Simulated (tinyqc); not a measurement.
# Worked calculation: MOS inversion layer, Poisson-Schroedinger loop

Program tinyqc, `OMP_NUM_THREADS=1 python tinyqc.py 2160125 2160126 out.jsonl`; Intel Xeon 2.30GHz, shared host, one thread, about 0.8 s. Printed values are rounded.

Electrons confined at an insulator interface at z = 0, treated as a hard wall; parabolic valleys, Hartree approximation, no image or exchange terms. The depletion charge lies far deeper than the electrons and gives a uniform field q Nd/(eps0 eps_r); the gate balances all charge. Energies are counted from the band edge at the interface.

Parameters, values chosen for the exercise; masses and permittivity close to those of silicon (100):
```
symbol,value,unit,meaning
T,300,K,temperature
eps_r,11.8,,relative permittivity
mz1,0.907,m0,mass along z of valley set A (2 valley(s))
md1,0.188,m0,in-plane density-of-states mass of set A
mz2,0.19,m0,mass along z of valley set B (4 valley(s))
md2,0.425,m0,in-plane density-of-states mass of set B
Ns,6.5e11,cm^-2,sheet density of electrons
Nd,4.1e11,cm^-2,sheet density of depletion charge
dE,0,eV,extra shift of set B (strain)
hz,1.2,nm,mesh step
a,0.5,,mixing factor
```

Constants: q = 1.602176634e-19 C, kB = 1.380649e-23 J/K, hbar = 1.054571817e-34 J s, m0 = 9.1093837015e-31 kg, Vt = kB T/q, eps0 = 8.8541878128e-14 F/cm where lengths are in cm, hbar^2/(2 m0) = 0.0380998212 eV nm^2. Results are converted to the units shown.

## Fixed part of the potential

z, node 1 to 18 (nm): 1.2  2.4  3.6  4.8  6  7.2  8.4  9.6  10.8  12  13.2  14.4  15.6  16.8  18  19.2  20.4  21.6

V0 = q Nd z/(eps0 eps_r) in eV.

fixed potential V0, node 1 to 18 (eV): 0.007545  0.015089  0.022634  0.030179  0.037724  0.045268  0.052813  0.060358  0.067903  0.075447  0.082992  0.090537  0.098082  0.105626  0.113171  0.120716  0.128261  0.135805

## Round 1: levels and probability densities

self-consistent potential U at the start, node 1 to 18 (eV): 0  0  0  0  0  0  0  0  0  0  0  0  0  0  0  0  0  0

Tridiagonal Hamiltonian with psi = 0 one step beyond both ends: H_ii = C (1/m_(i-1/2) + 1/m_(i+1/2))/hz^2 + V0_i + U_i (+ dE for the set B), H_(i,i+1) = -C/(m_(i+1/2) hz^2), C = hbar^2/(2 m0). The lowest 2 level(s) of each valley set are kept, normalised to hz sum |psi|^2 = 1. The mass is the same on all intervals.

levels (eV): A1 0.0272494, A2 0.0469843, B1 0.0463583, B2 0.0806991

```
node  |psi|^2 of A1 (1/nm)  |psi|^2 of A2 (1/nm)  |psi|^2 of B1 (1/nm)  |psi|^2 of B2 (1/nm)
1                 0.180912              0.153960              0.042617              0.040720
2                 0.317382              0.064647              0.126264              0.088553
3                 0.217677              0.026198              0.180154              0.064089
4                 0.087579              0.196132              0.177446              0.010646
5                 0.024036              0.219720              0.136234              0.007095
6                 0.004873              0.119586              0.086476              0.060344
7                 0.000767              0.041023              0.046974              0.118725
8                 0.000097              0.009949              0.022335              0.140236
9                 0.000010              0.001821              0.009445              0.122286
10                0.000001              0.000263              0.003596              0.085717
11                0.000000              0.000031              0.001244              0.050541
12                0.000000              0.000003              0.000394              0.025777
13                0.000000              0.000000              0.000115              0.011585
14                0.000000              0.000000              0.000031              0.004645
15                0.000000              0.000000              0.000008              0.001671
16                0.000000              0.000000              0.000002              0.000535
17                0.000000              0.000000              0.000000              0.000144
18                0.000000              0.000000              0.000000              0.000025
```

## Round 1: Fermi level and occupations

Level k holds N_k = D_k Vt ln(1 + exp((EF - E_k)/Vt)) with D = 2 md1 m0 q/(pi hbar^2) for the set A, D = 4 md2 m0 q/(pi hbar^2) for the set B per eV (spin included); EF is fixed by sum N_k = Ns.

EF = -0.0569229 eV
N_k (cm^-2): A1 1.53571e11, A2 7.23009e10, B1 3.34831e11, B2 8.92968e10

## Round 1: density, output potential and mixing

n_i = sum_k N_k |psi_k|^2 (converted to cm^-3). Hartree part by Gauss: on the interval before node i the electrons still beyond are S_i = Ns - hz sum_(j<i) n_j, and U_i = U_(i-1) + q S_i hz/(eps0 eps_r) in eV, U_0 = 0 at the interface. Mixing: U(new) = U + a (U(out) - U).

```
node  n (1e18 cm^-3)  U(out) (eV)  U after round 1 (eV)
1            0.56820    0.0119612             0.0059806
2            1.03599    0.0226677             0.0113338
3            1.01367    0.0310864             0.0155432
4            0.87995    0.0372668             0.0186334
5            0.65826    0.0415041             0.0207520
6            0.43738    0.0442877             0.0221439
7            0.29414    0.0461056             0.0230528
8            0.20735    0.0472739             0.0236369
9            0.14216    0.0479843             0.0239921
10           0.08877    0.0483808             0.0241904
11           0.04932    0.0485813             0.0242906
12           0.02434    0.0486729             0.0243364
13           0.01073    0.0487107             0.0243554
14           0.00425    0.0487249             0.0243624
15           0.00152    0.0487296             0.0243648
16           0.00048    0.0487310             0.0243655
17           0.00013    0.0487314             0.0243657
18           0.00002    0.0487314             0.0243657
```

## Round 2: levels and probability densities

As before.

levels (eV): A1 0.038873, A2 0.063541, B1 0.063300, B2 0.101412

```
node  |psi|^2 of A1 (1/nm)  |psi|^2 of A2 (1/nm)  |psi|^2 of B1 (1/nm)  |psi|^2 of B2 (1/nm)
1                 0.269573              0.184434              0.058879              0.047243
2                 0.344875              0.015028              0.158856              0.088526
3                 0.163773              0.115779              0.201545              0.047301
4                 0.045144              0.257320              0.174988              0.001496
5                 0.008584              0.174853              0.118455              0.023942
6                 0.001231              0.065760              0.066620              0.090265
7                 0.000140              0.016578              0.032279              0.138975
8                 0.000013              0.003077              0.013791              0.141947
9                 0.000001              0.000445              0.005279              0.111290
10                0.000000              0.000052              0.001832              0.071634
11                0.000000              0.000005              0.000581              0.039315
12                0.000000              0.000000              0.000170              0.018844
13                0.000000              0.000000              0.000046              0.008017
14                0.000000              0.000000              0.000012              0.003060
15                0.000000              0.000000              0.000003              0.001053
16                0.000000              0.000000              0.000001              0.000324
17                0.000000              0.000000              0.000000              0.000085
18                0.000000              0.000000              0.000000              0.000014
```

## Round 2: Fermi level and occupations

As before.

EF = -0.0409010 eV
N_k (cm^-2): A1 1.81426e11, A2 7.08340e10, B1 3.23231e11, B2 7.45091e10

## Round 2: density, output potential and mixing

As before.

```
node  n (1e18 cm^-3)  U(out) (eV)  U after round 2 (eV)
1            0.84523    0.0119612             0.0089709
2            1.21577    0.0220559             0.0166949
3            1.06583    0.0294660             0.0225046
4            0.83090    0.0345224             0.0265779
5            0.54015    0.0377440             0.0292480
6            0.33140    0.0397729             0.0309584
7            0.21988    0.0410699             0.0320614
8            0.15254    0.0418814             0.0327592
9            0.10030    0.0423561             0.0331741
10           0.05933    0.0426092             0.0333998
11           0.03117    0.0427314             0.0335110
12           0.01459    0.0427847             0.0335606
13           0.00612    0.0428058             0.0335806
14           0.00232    0.0428134             0.0335879
15           0.00079    0.0428158             0.0335903
16           0.00024    0.0428165             0.0335910
17           0.00006    0.0428167             0.0335912
18           0.00001    0.0428167             0.0335912
```

## Course of the self-consistent loop

Start from U = 0. Stop when the largest |U(out) - U| is below 1e-7 eV, or after 120 rounds.

Course of the iteration:
```
round  level A1 (eV)     EF (eV)  largest |U(out) - U| (eV)
1          0.0272494  -0.0569229                     0.0487
2          0.0388728  -0.0409010                     0.0185
3          0.0438654  -0.0343378                    7.39e-3
4          0.0461675  -0.0314579                    3.13e-3
5          0.0472588  -0.0301514                    1.41e-3
6          0.0477835  -0.0295457                    6.52e-4
7          0.0480380  -0.0292605                    3.09e-4
8          0.0481621  -0.0291245                    1.48e-4
9          0.0482229  -0.0290591                    7.17e-5
10         0.0482527  -0.0290274                    3.48e-5
11         0.0482674  -0.0290120                    1.70e-5
12         0.0482747  -0.0290044                    8.29e-6
13         0.0482783  -0.0290007                    4.06e-6
14         0.0482800  -0.0289989                    1.99e-6
15         0.0482809  -0.0289980                    9.78e-7
16         0.0482814  -0.0289975                    4.81e-7
17         0.0482816  -0.0289973                    2.37e-7
18         0.0482817  -0.0289972                    1.17e-7
19         0.0482817  -0.0289972                    5.77e-8
```

Converged in 19 rounds. Towards the end the residual shrinks by a factor of about 0.49 a round.

## Converged levels, occupations and centroid

converged U, node 1 to 18 (eV): 0.0119611  0.0216185  0.0284383  0.0329216  0.0357005  0.0374351  0.0385398  0.0392244  0.0396190  0.0398260  0.0399242  0.0399663  0.0399827  0.0399885  0.0399904  0.0399909  0.0399910  0.0399910

Solve for the levels with V0 + U, find EF, n_i = sum_k N_k |psi_k|^2 (in cm^-3); share of each level N_k/Ns; centroid sum n z/sum n.

levels (eV): A1 0.048282, A2 0.075887, B1 0.076045, B2 0.115675
EF = -0.0289972 eV
shares (%): A1 30.6713, A2 10.7140, B1 48.1496, B2 10.4650
n, node 1 to 18 (in units of 1e18 cm^-3): 1.04328  1.28502  1.05806  0.77191  0.47287  0.28526  0.19022  0.13133  0.08498  0.04928  0.02538  0.01165  0.00480  0.00179  0.00060  0.00018  0.00005  0.00001
centroid = 4.01209 nm

An 800-node mesh to 35 nm with 8 levels a set gives A1 = 0.04954 eV, EF = -0.03032 eV and a centroid of 4.692 nm; the levels kept above hold 87.8 % of the electrons there. The coarse centroid is 14 % below the fine one.

## Closed-form estimates

Triangular well: E_k = a_k (C F^2/mz)^(1/3), a_1 = 2.338107, a_2 = 4.087949, C = hbar^2/(2 m0), F in eV/nm. Fang-Howard (all electrons in the lowest level of set A): b^3 = 6 (mz1/C) q (Nd + 11 Ns/32)/(eps0 eps_r), centroid 3/b, level C b^2/(4 mz1) + (3/b) q (Nd + 11 Ns/16)/(eps0 eps_r). Use F = q (Nd + Ns)/(eps0 eps_r), the surface field, and F = q (Nd + Ns/2)/(eps0 eps_r).

A1 with the surface field = 0.0521547 eV
A1 with Nd + Ns/2 = 0.0408584 eV
A2 with Nd + Ns/2 = 0.0714368 eV
b = 1.11534 1/nm
Fang-Howard centroid = 2.68977 nm
Fang-Howard level = 0.0484075 eV

Against the self-consistent A1 = 0.04954 eV on a fine mesh, the surface-field estimate is 5.3 % above it, the half-charge one 18 % below it and Fang-Howard 2.3 % below it. A1 holds 27.8 % of the electrons, and the Fang-Howard centroid is 43 % below the full one.
